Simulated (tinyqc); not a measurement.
From lone donors to an impurity band: impurity band of shallow donors (Hubbard estimate).

Constants: e^2/(4 pi eps0) = 14.39964547 eV angstrom.

Parameters, chosen for this exercise (out of a larger set: near those of two donors in Si; not measured data): a = 16.5 angstrom (orbital radius); eps = 11.6 (dielectric constant); Ns = (0.047, 0.12, 0.28, 0.71, 1.7, 3.6, 7.1) x 1e18/cm^3 (donor densities).

Donors on a simple cubic lattice of spacing R = N^(-1/3) (1/angstrom^3 = 1e24/cm^3), Ha* = q/(eps a), q = e^2/(4 pi eps0), x = R/a. Hopping t = Ha* (1 + x) exp(-x), band width B = 12 t, on-site repulsion U = (5/8) Ha*; the gap closes near B/U = 1.15. Valley factors and disorder are left out.

Results:
```
N (1e18/cm^3),R (angstrom),N^(1/3) a,t (meV),B (meV),B/U
0.047,277.1,0.060,6.81e-05,0.000817,1.74e-05
0.12,202.7,0.081,0.00461,0.0553,0.00118
0.28,152.9,0.108,0.0732,0.878,0.0187
0.71,112.1,0.147,0.657,7.89,0.168
1.7,83.8,0.197,2.85,34.2,0.727
3.6,65.2,0.253,7.15,85.7,1.82
7.1,52.0,0.317,13.3,160,3.41
```

B/U passes 1.15 between 1.7 and 3.6 x 1e18/cm^3; the root is x = 4.52, N^(1/3) a = 0.221, N = 2.4 x 1e18/cm^3, below the 3.9 that the empirical rule N^(1/3) a = 0.26 gives; the estimate is rough, since random positions, the overlap of the orbitals and screening are left out. While N grows by 151 times, t grows by 1.96e+05 times.

Program tinyqc; command `OMP_NUM_THREADS=1 python tinyqc.py 1280760 1280761 out.jsonl`; about 0.01 s on one thread of a shared Intel(R) Xeon(R) Processor @ 2.30GHz.
